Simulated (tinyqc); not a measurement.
Worked calculation: anisotropic elasticity and sound waves of a cubic crystal. Computed by tinyqc, a small Python program that keeps every step. Command: `OMP_NUM_THREADS=1 python tinyqc.py 3011078 3011079 out.jsonl cubicelastic walk`. One thread of a shared host (Intel(R) Xeon(R) Processor @ 2.30GHz), about 0.01 s of CPU time with the checks. Intermediate numbers are printed to about 6 digits and carried at full precision; extremes and crossings named in words are read from the listed rows.

Voigt order 1..6 = xx, yy, zz, yz, xz, xy, with engineering shear strains. The rotated frame has x' as named, z' along the wafer normal and y' = z' x x'.

Inputs (values chosen for the exercise, modelled on germanium): C11 = 130.8 GPa; C12 = 48.12 GPa; C44 = 66.59 GPa; density rho = 5.293 g/cm^3; expansion coefficient of the film = 5.9 ppm/K; expansion coefficient of the substrate = 0.55 ppm/K; cooling Delta T = 200 K.

Frame: (001) wafer, x' along [210].

wave normal (not normalised): [5, 2.5, 3.2]

## Compliances and anisotropy

S11 = (C11 + C12)/D, S12 = -C12/D, D = (C11 - C12)(C11 + 2 C12), S44 = 1/C44. Zener ratio A = 2 C44/(C11 - C12); S0 = S11 - S12 - S44/2; H = 2 C44 + C12 - C11.

S11 = 9.53139 1/TPa

S12 = -2.56344 1/TPa

S44 = 15.0173 1/TPa

Zener ratio A = 1.61079

S0 = 4.58619 1/TPa

H = 50.5 GPa

## Stiffness in the rotated frame

direction cosines a (rows x', y', z' in the cube axes), rows x', y', z', columns x, y, z:
```
[[0.89443, 0.44721, 0.00000],
 [-0.44721, 0.89443, 0.00000],
 [0.00000, 0.00000, 1.00000]]
```

C'_ijkl = C12 delta_ij delta_kl + C44 (delta_ik delta_jl + delta_il delta_jk) - H sum_m a_im a_jm a_km a_lm.

C' (GPa), rows 1, 2, 3, 4, 5, 6:
```
[[146.96, 31.96, 48.12, 0.00, 0.00, 12.12],
 [31.96, 146.96, 48.12, 0.00, 0.00, -12.12],
 [48.12, 48.12, 130.80, 0.00, 0.00, 0.00],
 [0.00, 0.00, 0.00, 66.59, 0.00, 0.00],
 [0.00, 0.00, 0.00, 0.00, 66.59, 0.00],
 [12.12, -12.12, 0.00, 0.00, 0.00, 50.43]]
```

Normal stress couples to shear strain in this frame.

## Moduli along the axes of the frame

Invert C' to S'. E along x' = 1/S'11, along y' = 1/S'22; Poisson ratios nu(x'y') = -S'12/S'11 and nu(x'z') = -S'13/S'11; in-plane shear modulus 1/S'66.

E along x' = 124.011 GPa

E along y' = 124.011 GPa

nu(x'y') = 0.135898

nu(x'z') = 0.317894

in-plane shear modulus = 47.8753 GPa

E is the same along x' and y'.

## Thermal stress in a film with this orientation

On cooling, a thick substrate imposes eps_1 = eps_2 = (alpha_film - alpha_substrate) Delta T and eps_6 = 0; the free surface sets sigma_3 = sigma_4 = sigma_5 = 0, which fixes eps_3, eps_4, eps_5. Biaxial modulus M = (sigma_1 + sigma_2)/(2 eps); energy density M eps^2. Elastic response and constant coefficients are assumed.

in-plane strain = 1.07 per mille

elastic strain along the normal = -0.787284 per mille

stress along x' = 153.560 MPa

stress along y' = 153.560 MPa

biaxial modulus M = 143.514 GPa

energy density = 0.164309 MJ/m^3

The film ends in tension.

## Sound waves along the wave normal

In the cube axes, with unit normal n: G_ij = (C12 + C44) n_i n_j + (C44 - H n_i^2) delta_ij, eigenvalues rho v^2, eigenvectors u (columns, largest component positive). Group velocity V_i = [(C12 + C44)(u.n) u_i + C44 n_i - H u_i^2 n_i]/(rho v); its angle to n has cosine v/|V|.

Christoffel matrix (GPa), rows x, y, z:
```
[[105.280, 34.560, 44.236],
 [34.560, 76.263, 22.118],
 [44.236, 22.118, 82.437]]
```

phase velocities (m/s): [2978.92, 3293.06, 5491.38]

polarisations, rows x, y, z, columns slow, fast, longitudinal:
```
[[0.684088, -0.125812, 0.718467],
 [-0.307769, 0.843242, 0.440705],
 [-0.661288, -0.522603, 0.538131]]
```

group speeds (m/s): [3029.90, 3403.48, 5521.51]

angles between V and n (degree): [10.5254, 14.6347, 5.9887]

Energy flows off the wave normal by up to 14.6 degrees, for the fast transverse wave.

## Polycrystal bounds against single-crystal directions

B = (C11 + 2 C12)/3; Voigt G = (C11 - C12 + 3 C44)/5; Reuss G = 5/(4 (S11 - S12) + 3 S44); Hill is their mean; E = 9BG/(3B + G), nu = (3B - 2G)/(6B + 2G). Along <hkl>, with g = 0, 1/4, 1/3: 1/E = S11 - 2 S0 g; for a film with that normal C33 = C11 + 2 H g and M = [6B - (3B - C33) - (3B - C33)^2/C33]/2.

bulk modulus B = 75.68 GPa

Averages:
```
average  G (GPa)  E (GPa)        nu
Voigt    56.4900  135.705  0.201143
Reuss    53.5154  129.922  0.213878
Hill     55.0027  132.829  0.207477
```

Directions:
```
direction  E (GPa)  biaxial modulus M (GPa)
<100>      104.917                  143.514
<110>      138.154                  175.398
<111>      154.466                  183.850
```

The bounds on G differ by 5.6 %, while E varies by a factor 1.47 with direction; with A above 1 the stiffest axis is <111>. Under a fixed mismatch strain, grains with a <100> normal store the least energy.

Checks made by the program: E along x' against 1/E = S11 - 2 S0 (l^2 m^2 + m^2 n^2 + n^2 l^2) (relative difference below 1e-10); closed form of M against the matrix solution (relative difference below 1e-10).
